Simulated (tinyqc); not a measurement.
# Energy and delay of logic against supply voltage: energy and delay against supply voltage

One expression serves below and above threshold: I(Vg) = Ik [ln(1 + exp((Vg - VT + dd V)/(al nf Vt)))]^al, with I_on = I(V) and I_off = I(0). Gate delay td = kd C V/I_on, clock period LD td. Per gate and cycle the switching energy is act C V^2 and the leakage energy I_off V LD td. No short-circuit current, no variation. Minima are sought above 0.09 V; below a few Vt gates no longer switch and the model has no meaning.

EDP = energy times td.

Values chosen for this exercise; values of the order met in logic technologies:

| symbol | value | unit | meaning |
|---|---|---|---|
| T | 300 | K | temperature |
| VT | 0.43 | V | threshold voltage at zero drain bias |
| nf | 1.42 |  | slope factor |
| dd | 0.07 |  | barrier lowering per volt of supply |
| Ik | 1.3 | uA | specific current of a gate |
| al | 1.69 |  | exponent of the current law |
| C | 0.35 | fF | load capacitance of a gate |
| kd | 0.8 |  | delay factor |
| LD | 30 |  | logic depth |
| act | 0.02 |  | activity factor |

Constants: q = 1.602176634e-19 C, kB = 1.380649e-23 J/K, Vt = kB T/q. Results are converted to the units shown.

Result of one run:

| V (V) | I_on (uA) | I_off (nA) | td (ps) | switching (aJ) | leakage (aJ) | energy (aJ) | EDP (fJ ps) |
|---|---|---|---|---|---|---|---|
| 0.3 | 0.05824 | 0.01883 | 1442 | 0.6300 | 0.2444 | 0.8744 | 1.261 |

What becomes of these results when the supply voltage V is changed from 0.3 to 1.09 V, all else the same?

Result of the changed run:

| V (V) | I_on (uA) | I_off (nA) | td (ps) | switching (aJ) | leakage (aJ) | energy (aJ) | EDP (fJ ps) |
|---|---|---|---|---|---|---|---|
| 1.09 | 85.05 | 0.08478 | 3.589 | 8.317 | 0.009949 | 8.327 | 0.02988 |

The whole series:

| V (V) | I_on (uA) | I_off (nA) | td (ps) | switching (aJ) | leakage (aJ) | energy (aJ) | EDP (fJ ps) |
|---|---|---|---|---|---|---|---|
| 0.18 | 0.001984 | 0.01498 | 2.541e4 | 0.2268 | 2.055 | 2.282 | 57.98 |
| 0.3 | 0.05824 | 0.01883 | 1442 | 0.6300 | 0.2444 | 0.8744 | 1.261 |
| 0.41 | 0.8280 | 0.02322 | 138.7 | 1.177 | 0.03959 | 1.216 | 0.1686 |
| 0.52 | 4.777 | 0.02863 | 30.48 | 1.893 | 0.01361 | 1.906 | 0.05811 |
| 0.63 | 13.27 | 0.03531 | 13.29 | 2.778 | 0.008869 | 2.787 | 0.03705 |
| 0.75 | 26.91 | 0.04437 | 7.805 | 3.938 | 0.007792 | 3.945 | 0.03079 |
| 0.86 | 42.77 | 0.05471 | 5.631 | 5.177 | 0.007948 | 5.185 | 0.02920 |
| 0.97 | 61.52 | 0.06746 | 4.415 | 6.586 | 0.008667 | 6.595 | 0.02912 |
| 1.09 | 85.05 | 0.08478 | 3.589 | 8.317 | 0.009949 | 8.327 | 0.02988 |
| 1.2 | 109.3 | 0.1045 | 3.075 | 10.08 | 0.01157 | 10.09 | 0.03103 |

td falls from 25400 to 3.07 ps; the energy goes from 2.28 through a minimum of 0.874 (at V = 0.3 V among the rows listed) to 10.1 aJ and the EDP goes from 58.0 through a minimum of 0.0291 (at V = 0.97 V among the rows listed) to 0.0310 fJ ps. The exact minima lie at V = 0.303 V for the energy and 0.921 V for the EDP. Going from 1.2 V to the energy minimum saves a factor of 11.5 in energy and costs a factor of 437 in delay. Below the minimum the leakage energy rises faster than the switching energy falls, because the clock period grows so steeply.

tinyqc, about 0.01 s, one thread, Intel Xeon 2.30GHz (shared host): `OMP_NUM_THREADS=1 python tinyqc.py 2082160 2082161 out.jsonl`
